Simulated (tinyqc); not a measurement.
Strain, valley repopulation and piezoresistance in a many-valley conduction band: one step, computed by the program tinyqc.

Valleys are ellipsoids with mass m_l along the axis a and m_t across it, parabolic, with one constant relaxation time; strain shifts the valleys and leaves the masses alone. Currents are taken along [100], in the plane, and along [001], across the plane.

Problem. Mobility tensor and resistance change. Mobility tensor mu = e tau sum_v (n_v/n) [1/m_t + (1/m_l - 1/m_t) a a^T]; unstrained mu_0 = e tau (1/m_l + 2/m_t)/3; resistivity along d from the inverse tensor, rho_d = d.mu^-1.d/(n e), mobility along d = 1/(d.mu^-1.d); gauge pi_d = (rho_d/rho_0 - 1)/X.

Inputs (values chosen for the exercise, modelled on silicon): longitudinal mass m_l = 0.895 m_0; transverse mass m_t = 0.19 m_0; relaxation time tau = 120 fs; temperature T = 500 K.

Valley axes: <100> (6 valleys in 3 pairs). Load: biaxial in the (001) plane.

share of the electrons (per pair): x 0.3685306, y 0.3685306, z 0.2629389

Constants: e = 1.602176634e-19 C; m_0 = 9.1093837015e-31 kg.

Give: mobility tensor; unstrained mobility mu_0; mobility along the first direction; mobility along the second direction; resistance change along the first direction; resistance change along the second direction.

Solution.

mobility tensor (cm^2/(V s)), rows x, y, z:
```
[[788.4, 0.0, 0.0],
 [0.0, 788.4, 0.0],
 [0.0, 0.0, 880.8]]
```

unstrained mobility mu_0 = 819.2 cm^2/(V s)

mobility along the first direction = 788.4 cm^2/(V s)

mobility along the second direction = 880.8 cm^2/(V s)

resistance change along the first direction = 3.907 %

resistance change along the second direction = -6.994 %

The mobility lies between e tau/m_l = 236 and e tau/m_t = 1110; the trace stays at 3 mu_0. Along the first direction the filled valleys present more of their heavy mass.
